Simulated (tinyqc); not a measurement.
From results back to parameters: Lorentz oscillators and the Kramers-Kronig relations. Three cases, with inputs chosen for the exercise.

Problem. Below the gap a single undamped oscillator gives n^2 - 1 = Eo Ed/(Eo^2 - E^2) (Wemple-DiDomenico). Two refractive indices were computed from hidden Eo and Ed.

Find: Eo; Ed; n at E = 0.
Method. 1/(n^2 - 1) = Eo/Ed - E^2/(Eo Ed) is a straight line in E^2: slope -1/(Eo Ed), intercept Eo/Ed.

Case 1.

Values chosen (out of a larger set: line positions loosely like those of Si; Lorentz tails absorb below the gap, where the real solid is clear; not measured data): Ea = 1.06 eV; Eb = 1.84 eV.

n(Ea) = 3.421678
n(Eb) = 3.643570

Solution.

Eo = 4.34 eV
Ed = 43.7 eV
n at E = 0 = 3.327

Case 2.

Values chosen (out of a larger set: line positions loosely like those of Si; Lorentz tails absorb below the gap, where the real solid is clear; not measured data): Ea = 1.19 eV; Eb = 2.3 eV.

n(Ea) = 3.478023
n(Eb) = 3.912962

Solution.

Eo = 4.32 eV
Ed = 44.3 eV
n at E = 0 = 3.355

Case 3.

Values chosen: Ea = 0.96 eV; Eb = 2.23 eV.
n(Ea) = 2.494909
n(Eb) = 3.216043

Solution.

Eo = 3.18 eV
Ed = 15.1 eV
n at E = 0 = 2.398

Computed by tinyqc, one run a case: `OMP_NUM_THREADS=1 python tinyqc.py N N+1 out.jsonl` with N = 1650018, 1650021, 1650068; one thread of a shared Intel(R) Xeon(R) Processor @ 2.30GHz, about 0.2 s a run at most.
